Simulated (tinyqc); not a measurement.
Finite-size error of a charged defect in a periodic cell: Madelung and Makov-Payne terms. Changing the width sigma of the defect charge. Computed by tinyqc, a small Python program. Command: `OMP_NUM_THREADS=1 python tinyqc.py 3025798 3025799 out.jsonl imagecharge sweep`. One thread of a shared host (Intel(R) Xeon(R) Processor @ 2.30GHz), about 0.1 s of CPU time with the checks.

L is the cube root of the cell volume. The defect charge is a Gaussian, rho(r) = q (2 pi sigma^2)^(-3/2) exp(-r^2/2 sigma^2), repeated periodically in a uniform neutralising background and screened by a continuum. The model cell energy is E(L) = E_0 + [periodic - isolated electrostatic energy].

Inputs (values chosen for the exercise, with screening close to that of ZnO):
```
quantity                                     value      unit
charge q                                         2         e
cell length L                                 18.3  angstrom
dielectric constant eps                       8.45         -
formation energy of the isolated defect E_0  1.053        eV
```

Supercell lattice: sc. Screening: isotropic.

Constants: e^2/(4 pi eps_0) = 14.39964548 eV angstrom.

Method:
- Cell vectors: (1,0,0), (0,1,0), (0,0,1), scaled to volume L^3.
- Ewald sum for a unit point charge: scale each Cartesian component of the cell by 1/sqrt(eps_i), giving R', G' and V'; E = [ (1/2) sum erfc(eta R')/R' + (2 pi/V') sum exp(-G'^2/4 eta^2)/G'^2 - eta/sqrt(pi) - pi/(2 V' eta^2) ] e^2/(4 pi eps_0) / sqrt(eps_x eps_y eps_z), over n_i = -6..6, omitting n = (0,0,0), eta = 2/V'^(1/3). alpha = -2 E eps_g L/(e^2/(4 pi eps_0)), eps_g = (eps_x eps_y eps_z)^(1/3).
- Periodic energy of the Gaussian: (2 pi q^2/V) sum_(G != 0) exp(-sigma^2 G^2)/(G.eps.G) x e^2/(4 pi eps_0), n_i = -k..k with k = max(9, L/sigma rounded up). Isolated energy: q^2/(2 sqrt(pi) sigma) <1/(n.eps.n)> e^2/(4 pi eps_0), the mean over directions n, here 1/eps.

One run for each value; columns: (1) width sigma of the defect charge (angstrom); (2) finite-size error (eV); (3) isolated energy (eV); (4) point-charge correction -q^2 E (eV):
```
(1)        (2)     (3)      (4)
0.70  -0.52500  2.7470  0.52842
0.88  -0.52301  2.1851  0.52842
1.10  -0.51996  1.7481  0.52842
1.40  -0.51472  1.3735  0.52842
1.80  -0.50578  1.0683  0.52842
2.20  -0.49460  0.8740  0.52842
2.80  -0.47363  0.6867  0.52842
3.50  -0.44305  0.5494  0.52842
```

Over the rows, finite-size error (eV) rises from -0.525 to -0.443 (exponent d ln y / d ln x -0.017 between the first rows and -0.30 between the last); isolated energy (eV) falls from 2.75 to 0.549 (exponent d ln y / d ln x about -1.00 throughout); point-charge correction -q^2 E (eV) does not change. The exponent of isolated energy stays at -1: the self-energy goes as 1/sigma. The true error shrinks from 99 % to 84 % of the point-charge term as the charge spreads: a delocalised charge needs less correction.
